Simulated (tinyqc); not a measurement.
## Zener tunnelling in a reverse-biased junction, two-band WKB: exponent along the true band profile

Abrupt p-n junction, depletion approximation. Energies E are counted from the conduction-band edge of the neutral n side; its Fermi level lies at dn, that of the p side at dn - V, and the valence-band edge of the neutral p side at Em = dn + dp - V. Tunnelling needs 0 < E < Em. Two-band dispersion with equal masses m: inside the gap kappa = sqrt(m u (1 - u/Eg)/C), u the distance from a band edge, C = hbar^2/(2 m0).

Nd = Nc F12(dn/Vt), Na = Nv F12(dp/Vt), F12(x) = (2/sqrt(pi)) int_0^infinity sqrt(u)/(1 + exp(u - x)) du; dn = EF - Ec on the n side, dp = Ev - EF on the p side (negative outside the bands); Vbi = Eg + dn + dp. W = sqrt(2 eps0 eps_r (Vbi - V)(1/Na + 1/Nd)/q), mean field F = (Vbi - V)/W, peak field 2 F. In a uniform field F the exponent is S = pi sqrt(m/C) Eg^1.5/(4 F). Transverse energy Et = C kt^2/m raises it to S (1 + 4 Et/Eg), so T = exp(-S) exp(-Et/Eb) with Eb = Eg/(4 S). KJ = (2 q^2/h) m/(4 pi C) (times 1e14 for A/cm^2 per eV^2). Along the true parabolic profile the field at the point where the conduction edge stands at e = E + u is sqrt(2 q Nd e/(eps0 eps_r)) for e < a D and sqrt(2 q Na (D - e)/(eps0 eps_r)) above, D = Vbi - V, a = Na/(Na + Nd); S(E) = 2 int_0^Eg kappa(u) du/field.

Parameters, values chosen for the exercise; band and dielectric values close to those of germanium:
- T = 300 K (temperature)
- Eg = 0.659 eV (band gap)
- eps_r = 16.3 (relative permittivity)
- Nc = 1.04e19 cm^-3 (conduction-band density of states at 300 K)
- Nv = 5.97e18 cm^-3 (valence-band density of states at 300 K)
- m = 0.044 m0 (band-edge mass of the two-band model)
- Na = 3.4e19 cm^-3 (acceptor density)
- Nd = 8.7e18 cm^-3 (donor density)
- V = -1 V (bias of the p side)

Constants: q = 1.602176634e-19 C, kB = 1.380649e-23 J/K, hbar = 1.054571817e-34 J s, m0 = 9.1093837015e-31 kg, Vt = kB T/q, eps0 = 8.8541878128e-14 F/cm where lengths are in cm, hbar^2/(2 m0) = 0.0380998212 eV nm^2. Results are converted to the units shown.

Result of one run:
```
E (eV)	S(E)	S(E)/S of the mean field
0.186	4.731	0.8609
```

What becomes of these results when the energy E is changed from 0.186 to 0.789 eV, all else the same?

Result of the changed run:
```
E (eV)	S(E)	S(E)/S of the mean field
0.789	3.101	0.5643
```

The whole series:
```
E (eV)	S(E)	S(E)/S of the mean field
0.066	5.643	1.027
0.186	4.731	0.8609
0.307	4.186	0.7617
0.428	3.804	0.6922
0.548	3.517	0.6399
0.669	3.286	0.5979
0.789	3.101	0.5643
0.91	3.023	0.5501
1.031	3.202	0.5827
```

S(E) goes from 5.64 through a minimum of 3.02 (at E = 0.91 eV among the rows listed) to 3.20. The mean field gives S = 5.50 and the peak field 2.75; the smallest S(E) is 0.55 of the mean-field value, so the mean field understates the best transmission by a factor of 11.9.

Range of the model: The two-band model describes a direct gap; phonon-assisted tunnelling across an indirect gap is left out. Parabolic densities of states, no band tails and no gap narrowing, all of which matter at such doping.

Numbers from tinyqc (`OMP_NUM_THREADS=1 python tinyqc.py 2620129 2620130 out.jsonl`; about 0.01 s on one thread of a shared Intel Xeon 2.30GHz).
